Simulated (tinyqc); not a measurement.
# Schottky barrier on an n-type semiconductor, non-linear Poisson equation by Newton steps: what changes with what

One dimension, metal at x = 0, donor density C(x) = Nd, uniform. Energies are counted from the electron Fermi level of the semiconductor and the conduction-band edge is Ec = -psi, so n = Nc exp(psi/Vt); holes follow the Fermi level of the metal, at -V, so p = Nv exp((V - psi - Eg)/Vt). Ends: psi(0) = V - phiB and psi = Vt ln(Nd/Nc) deep inside. Boltzmann statistics, full ionisation, no current, no image force in the Poisson equation.

Parameters, values chosen for the exercise; band and dielectric values close to those of gallium arsenide:
- T = 300 K (temperature)
- Eg = 1.43 eV (band gap)
- eps_r = 12.9 (relative permittivity)
- Nc = 4.45e17 cm^-3 (conduction-band density of states at T)
- Nv = 9.05e18 cm^-3 (valence-band density of states at T)
- Nd = 6.6e15 cm^-3 (donor density deep in the semiconductor)
- phiB = 0.6 eV (barrier height)
- V = -2.1 V (bias of the metal against the semiconductor)

Constants: q = 1.602176634e-19 C, kB = 1.380649e-23 J/K, Vt = kB T/q, eps0 = 8.8541878128e-14 F/cm where lengths are in cm. Results are converted to the units shown.

Each table varies one quantity; the others keep the values above.

## Capacitance-voltage profiling

The Poisson equation d/dx(eps0 eps_r dpsi/dx) = -q (p - n + C) is solved on a mesh of about 1000 nodes or more that ends in neutral material. C_s = q d/dV of the integral of n over x, from the linearised equation. Probed depth w = eps0 eps_r/C_s; apparent doping N_app = C_s^3/(q eps0 eps_r dC_s/dV), the derivative by central differences over +/- 0.02 V.

The same in every row: true C(w) (cm^-3) = 6.600e15.

Capacitance-voltage profiling:
```
V (V)  C_s (nF/cm^2)  w (nm)  N_app (cm^-3)  |E_0| (kV/cm)
0              36.03   317.0       6.592e15          29.35
-0.62          23.59   484.2       6.599e15          44.83
-1.25          18.76   608.7       6.599e15          56.36
-1.88          16.05   711.8       6.600e15          65.90
-2.5           14.27   800.4       6.600e15          74.10
-3.12          12.98   880.1       6.600e15          81.48
-3.75          11.97   954.3       6.600e15          88.35
-4.38          11.16    1023       6.600e15          94.72
-5             10.51    1087       6.600e15          100.6
```

C_s falls from 36.0 to 10.5 nF/cm^2 while the probed depth goes from 317 to 1090 nm. The apparent doping stays near 6.60e15 cm^-3. It departs most from the true doping at that depth for V = 0 V, where it is 0.12 % below it; so the doping is read well over the depths probed.

## Effect of the donor density deep in the semiconductor

First integral for uniform doping: E_0^2 = (2 q/(eps0 eps_r)) [Nd (U - Vt + Vt exp(-U/Vt)) + Vt p_0], U = Vbi - V, Vbi = phiB - Vt ln(Nc/Nd), p_0 = Nv exp((phiB - Eg)/Vt) (deep holes neglected). Image-force lowering dphi = sqrt(q E_0/(4 pi eps0 eps_r)), at x_m = sqrt(q/(16 pi eps0 eps_r E_0)). W = sqrt(2 eps0 eps_r U/(q Nd)).

Effect of the donor density deep in the semiconductor:
```
Nd (cm^-3)  Vbi (V)  W (nm)  E_0 (kV/cm)  dphi (mV)  exp(dphi/Vt)      p_0/Nd
1e15        0.44235  1903.9       26.570     17.222        1.9468  1.0310e-10
1.9e15      0.45895  1385.7       36.745     20.253        2.1889  5.4264e-11
3.6e15      0.47547  1010.0       50.745     23.800        2.5109  2.8639e-11
6.8e15      0.49191  737.20       69.966     27.946        2.9477  1.5162e-11
1.3e16      0.50866  534.89       97.055     32.915        3.5723  7.9308e-12
2.5e16      0.52557  386.96       135.03     38.824        4.4896  4.1240e-12
4.7e16      0.54189  283.10       185.73     45.532        5.8197  2.1936e-12
8.9e16      0.55839  206.37       256.38     53.496        7.9195  1.1584e-12
```

As Nd goes from 1e15 to 8.9e16, the surface field rises from 26.6 to 256 kV/cm, the lowering rises from 17.2 to 53.5 mV and W falls from 1900 to 206 nm. Over the table the lowering goes as Nd^(0.25); the depletion formulas give 1/4 at fixed Vbi.

tinyqc, about 0.04 s, one thread, Intel Xeon 2.30GHz (shared host): `OMP_NUM_THREADS=1 python tinyqc.py 2020085 2020086 out.jsonl`
